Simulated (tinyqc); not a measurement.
What moves the results: polar nitride quantum well with polarisation fields. A value that a table varies takes the place of the one given here.

Growth along [0001]. e_par = (a_sub - a)/a, Ppz = 2 e_par (e31 - e33 C13/C33), P = Psp + Ppz in each layer; strain relaxation and the strain shift of the gaps are left out, although thick layers with more than about 1 % mismatch would relax.

In a periodic stack without free charge the potential drop over a period vanishes: F_w = (P_b - P_w) Lb/(eps0 (eps_w Lb + eps_b Lw)), F_b = -F_w Lw/Lb, eps0 = 8.8541878e-12 F/m; 1 MV/cm = 1e8 V/m = 0.01 V/angstrom.

Envelope functions on cells of 0.25 angstrom over barrier, well, barrier (widths Lb, Lw, Lb), psi = 0 beyond, psi'/m continuous (mean mass between points), c = hbar^2/2m0. With u(z) the integral of e F (F_w in the well, F_b = -F_w Lw/Lb in the barriers, 1 MV/cm = 0.01 V/angstrom), zero at the centre of the well, the electron sees u plus Vc in the barriers and the hole -u plus Vv. The transition is Eg + E_e + E_h; excitons are left out.

Constants: hbar^2/2m0 = 3.80998211 eV angstrom^2; hc = 1239.841984 eV nm.

Parameters, chosen for this exercise (near those of an InGaN well in GaN; not measured data): a_w = 3.235 angstrom (lattice constant a, well); a_b = 3.189 angstrom (lattice constant a, barrier); a_sub = 3.189 angstrom (in-plane lattice constant of the stack); Psp_w = -0.0319 C/m^2 (spontaneous polarisation); Psp_b = -0.0337 C/m^2 (spontaneous polarisation); e31_w = -0.351 C/m^2; e31_b = -0.337 C/m^2; e33_w = 0.672 C/m^2; e33_b = 0.651 C/m^2; C_w = 0.277 (C13/C33); C_b = 0.262 (C13/C33); eps_w = 10.8 (dielectric constant); eps_b = 10.2 (dielectric constant); Lb = 65 angstrom (barrier width); Eg = 2.924 eV (gap of the well); Vc = 0.351 eV (conduction offset); Vv = 0.165 eV (valence offset); me = 0.183 m0 (electron, well); meb = 0.2 m0 (electron, barrier); mh = 1.77 m0 (hole, everywhere); Ls = (10, 15, 20, 25, 30, 40, 50) angstrom (well widths); Lw = 15 angstrom (well width).

## Width of the well

Field, levels and overlap anew for each width.

Results:
```
Lw (angstrom)  F_w (MV/cm)  E (eV)  E without field (eV)  overlap^2  ln overlap^2
10                  -1.559  3.2178                3.2404      0.669         -0.40
15                  -1.466  3.1147                3.1568      0.594         -0.52
20                  -1.384  3.0327                3.1000      0.447         -0.80
25                  -1.310  2.9650                3.0608      0.296         -1.22
30                  -1.244  2.9071                3.0331      0.177         -1.73
40                  -1.129  2.8104                2.9978     0.0497         -3.00
50                  -1.034  2.7305                2.9771     0.0106         -4.55
```

The red shift grows from 23 to 247 meV. The line drops below Eg between 25 and 30 angstrom, which a square well can never do. Over the last two rows dE/dLw = -8.0 meV per angstrom, against -|e F_w| = -10.3 in the last row; the field itself weakens by 34 % over the table, since a wider well shares the drop with the barrier. The overlap falls by a factor 63.

## Screening the field

F_w = -1.4662 MV/cm

Carriers or a semipolar orientation reduce the field; here it is simply scaled in well and barrier.

Results:
```
share of the field  F_w (MV/cm)  E (eV)     nm  overlap^2  separation (angstrom)
1.0                      -1.466  3.1147  398.1       0.59                    7.7
0.8                      -1.173  3.1291  396.2       0.67                    6.4
0.6                      -0.880  3.1408  394.8       0.75                    5.0
0.4                      -0.586  3.1496  393.7       0.81                    3.4
0.2                      -0.293  3.1550  393.0       0.85                    1.7
0.0                       0.000  3.1568  392.7       0.87                    0.0
```

Full screening shifts the line by -5.3 nm (+42 meV). The first fifth of the screening gives 14 meV and the last fifth 2 meV; a purely quadratic shift would give a ratio of 9, a linear one 1, and here it is 7.8.

## What each parameter does

Polarisation, field, levels and overlap anew. Each row changes one parameter from the base and keeps the others.

Results:
```
case                    F_w (MV/cm)  E (eV)  overlap^2  red shift (meV)
base                         -1.466  3.1147       0.59               42
Lw = 20 angstrom             -1.384  3.0327       0.45               67
Lb = 50 angstrom             -1.391  3.1203       0.63               37
a_sub = 3.199 angstrom       -1.454  3.1153       0.60               42
Psp_b = -0.0371 C/m^2        -1.758  3.0981       0.52               59
e33_w = 0.739 C/m^2          -1.511  3.1123       0.58               45
eps_w = 11.9                 -1.353  3.1205       0.62               36
mh = 1.24 m0                 -1.466  3.1261       0.63               41
Vc = 0.298 eV                -1.466  3.0944       0.55               44
```

The largest shifts from the base row, up to three for each result and ties (the steps differ in size, so this ranks the rows, not the parameters). F_w (MV/cm): Psp_b -0.292, eps_w +0.113, Lw +0.083; unchanged at the printed digits by mh and Vc. E (eV): Lw -0.0819, Vc -0.0203, Psp_b -0.0166. overlap^2: Lw -0.147, Psp_b -0.0739, Vc -0.0405, mh +0.0405. red shift (meV): Lw +25, Psp_b +17, eps_w -6, Lb -6; unchanged at the printed digits by a_sub.

(tinyqc, `OMP_NUM_THREADS=1 python tinyqc.py 1282248 1282249 out.jsonl`, Intel(R) Xeon(R) Processor @ 2.30GHz, 1 thread, shared host, about 0.06 s.)
